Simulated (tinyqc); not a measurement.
What each parameter does: two-band tight binding of a puckered layer.

With X = kx ax/2 and Y = ky ay/2: h = t2 + 2 cos(Y) (t1 exp(iX) + t3 exp(-iX)) + t5 exp(2iX), d = 4 t4 cos(X) cos(Y), H = [[d, h], [h*, d]], E = d -/+ |h|.

Constants: hbar^2/2m0 = 3.80998211 eV angstrom^2.

Inputs chosen for the exercise (near a published set for monolayer black phosphorus; not measured data):
- ax = 4.4 angstrom (period along x (armchair))
- ay = 3.34 angstrom (period along y (zigzag))
- t1 = -1.223 eV (along the zigzag)
- t2 = 3.622 eV (across the pucker)
- t3 = -0.22 eV (second in the sheet)
- t4 = -0.11 eV (same sublattice)
- t5 = -0.051 eV (far across)

Gap at Gamma and masses m/m0 = c q^2/|E(q) - E(0)| with q = 0.001 1/angstrom, c = hbar^2/2m0.

One parameter was then changed.

Results before and after:
```
case     gap (eV)   m_e x   m_h x  m_e y  m_h y
base       1.3700  0.1572  0.1723  0.821  1.117
changed    1.4300  0.1697  0.1875  0.821  1.117
```

Which of these changes was made? (a) t3 = -0.19 eV; (b) t2 = 3.652 eV; (c) t4 = -0.08 eV; (d) t5 = -0.021 eV; (e) t1 = -1.193 eV; (f) ax = 4.532 angstrom.

Answer: (d) t5 = -0.021 eV. Of the candidates, run in turn, only this one gives the changed row.

All candidates:
```
case                 gap (eV)   m_e x   m_h x  m_e y  m_h y
base                   1.3700  0.1572  0.1723  0.821  1.117
t1 = -1.193 eV         1.4900  0.1730  0.1915  0.837  1.145
t2 = 3.652 eV          1.4300  0.1616  0.1776  0.821  1.117
t3 = -0.19 eV          1.4900  0.1610  0.1769  0.837  1.145
t4 = -0.08 eV          1.3700  0.1591  0.1701  0.852  1.065
t5 = -0.021 eV         1.4300  0.1697  0.1875  0.821  1.117
ax = 4.532 angstrom    1.3700  0.1481  0.1624  0.821  1.117
```

Computed by tinyqc, a small Python program: `OMP_NUM_THREADS=1 python tinyqc.py 1482175 1482176 out.jsonl` (the numbers bound the seed that draws the inputs); one thread of a shared host (Intel(R) Xeon(R) Processor @ 2.30GHz), about 0.01 s for the whole set of steps.
